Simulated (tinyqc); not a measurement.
From results back to parameters: tunnelling through a thin dielectric with one trap, as a tight-binding chain. Three cases, with inputs chosen for the exercise.

Problem. A resonance has full width Gamma_L + Gamma_R and peak height 4 Gamma_L Gamma_R/(Gamma_L + Gamma_R)^2. The values come from hidden widths.

Case 1.

full width = 7.24386 meV
peak height = 0.203762

Case 2.

full width = 132.376 meV
peak height = 0.0181467

Case 3.

full width = 19.7625 meV
peak height = 0.312041

Find: larger and smaller width.

Solution. The widths are (W/2)(1 +/- sqrt(1 - peak)); which belongs to which lead the line shape cannot tell.

Case 1.

larger and smaller width (meV): 6.85  0.390

Case 2.

larger and smaller width (meV): 132  0.603

Case 3.

larger and smaller width (meV): 18.1  1.69

Computed by tinyqc, one run a case: `OMP_NUM_THREADS=1 python tinyqc.py N N+1 out.jsonl` with N = 1480552, 1480695, 1480880; one thread of a shared Intel(R) Xeon(R) Processor @ 2.30GHz, about 0.1 s a run at most.
